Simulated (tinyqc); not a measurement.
Inside a calculation. Model: ESD clamp with bipolar snapback, compact model and design window.

Numbers from tinyqc (`OMP_NUM_THREADS=1 python tinyqc.py 2670047 2670048 out.jsonl`; about 0.01 s on one thread of a shared Intel Xeon 2.30GHz). Printed values are rounded.

The drain junction multiplies the current that enters it: Igen = (M - 1)(Ic + I0), M = 1/(1 - (Vj/BV)^n). The generated holes leave through the substrate resistance and the base of the parasitic npn: Igen = Vb/Rb + Ic/be, Ic = Is exp(Vb/Vt). Terminal current I = Ic + I0 + Igen and voltage V = Vj + I Ro, per width. Isothermal, constant gain.

Parameters, values chosen for the exercise; values close to those of grounded-gate n-channel clamps:
```
symbol,value,unit,meaning
T,300,K,temperature
BV,6,V,junction breakdown voltage
n,4.9,,exponent of the multiplication
be,6.9,,current gain of the parasitic npn
Is,1.3e-18,A/um,saturation current
I0,1.7e-11,A/um,junction leakage
Rb,16000,ohm um,substrate resistance
Ro,490,ohm um,drain ballast and contact resistance
It2,4.1,mA/um,failure current for 100 ns
Wf,20,um,finger width
Nf,8,,number of fingers
Lv,4,kV,human-body-model level
Vox,8.6,V,oxide breakdown voltage for 100 ns
Vdd,2.5,V,supply voltage
```

Constants: q = 1.602176634e-19 C, kB = 1.380649e-23 J/K, Vt = kB T/q. Results are converted to the units shown.

## The snapback curve

| point | Vb (V) |
|---|---|
| 0 | 0.05 |
| 1 | 0.3 |
| 2 | 0.554 |
| 3 | 0.614 |
| 4 | 0.664 |
| 5 | 0.761 |
| 6 | 0.849 |
| 7 | 0.869 |
| 8 | 0.899 |

For given Vb: Ic, Igen, M = 1 + Igen/(Ic + I0), Vj = BV (1 - 1/M)^(1/n), I and V.

| point | Ic (uA/um) | M | Vj (V) | I (uA/um) | V (V) |
|---|---|---|---|---|---|
| 0 | 8.99304e-12 | 1.83824e5 | 5.99999 | 3.12502 | 6.00152 |
| 1 | 1.42469e-7 | 1.09378e6 | 6.00000 | 18.7500 | 6.00919 |
| 2 | 0.00263472 | 13058.7 | 5.99991 | 34.6280 | 6.01687 |
| 3 | 0.0268342 | 1430.32 | 5.99914 | 38.4057 | 6.01796 |
| 4 | 0.185632 | 224.685 | 5.99454 | 41.7126 | 6.01498 |
| 5 | 7.91008 | 7.15781 | 5.81854 | 56.6190 | 5.84628 |
| 6 | 237.966 | 1.36791 | 4.58945 | 325.517 | 4.74895 |
| 7 | 515.823 | 1.25022 | 4.32083 | 644.893 | 4.63682 |
| 8 | 1646.19 | 1.17906 | 4.08416 | 1940.95 | 5.03522 |

V peaks at Vt1 = 6.018 V and falls to Vh = 4.637 V: once the npn supplies current, a small M feeds the base. At high current M tends to 1 + 1/be and Vj to BV (1 + be)^(-1/n) = 3.935 V.

## Iteration 1: base voltage at the failure current

Vb at the start = 0.81 V

I(Vb) = Ic (1 + 1/be) + I0 + Vb/Rb, I' = Ic (1 + 1/be)/Vt + 1/Rb; Newton steps on ln I: Vb(new) = Vb - ln(I/It2) I/I'. V follows from the introduction.

I = 0.110898 mA/um
V = 5.31562 V
I' = 2.39396 mS/um
Vb after iteration 1 = 0.977236 V

## Iteration 2: base voltage at the failure current

As before.

I = 38.9263 mA/um
V = 23.0177 V
I' = 1503.44 mS/um
Vb after iteration 2 = 0.918962 V

## Course of the iteration: base voltage at the failure current

Stop when Vb changes by less than 1e-10 V, or after 20 iterations. Vb must stay between 0 and 8 V.

Course of the iteration:

| iteration | Vb (V) | \|change\| (V) |
|---|---|---|
| 1 | 0.977236 | 0.167 |
| 2 | 0.918962 | 0.0583 |
| 3 | 0.918727 | 2.35e-4 |
| 4 | 0.918727 | 1.40e-8 |
| 5 | 0.918727 | < 1e-13 |

Converged in 5 iterations. At the end the number of correct digits about doubles with each step.

## Design window and human-body level

Vt1 = 6.01796 V
Vh = 4.63682 V
Vt2 = 6.01894 V

Human-body model: 100 pF through 1500 ohm, peak current about (level - Vt2)/1500 ohm, decay time 150 ns. All fingers turn on before the first fails if Vt2 > Vt1; then the clamp carries Nf Wf It2, otherwise in the worst case Wf It2. Margins: Vh - 1.1 Vdd against latching in operation, Vox - max(Vt1, Vt2) for the protected oxide.

peak current = 2.66265 A
current the clamp carries = 0.656 A
level it withstands = 0.990019 kV
holding margin = 1.88682 V
oxide margin = 2.58106 V

All fingers conduct; the clamp fails the level. Both margins are positive.
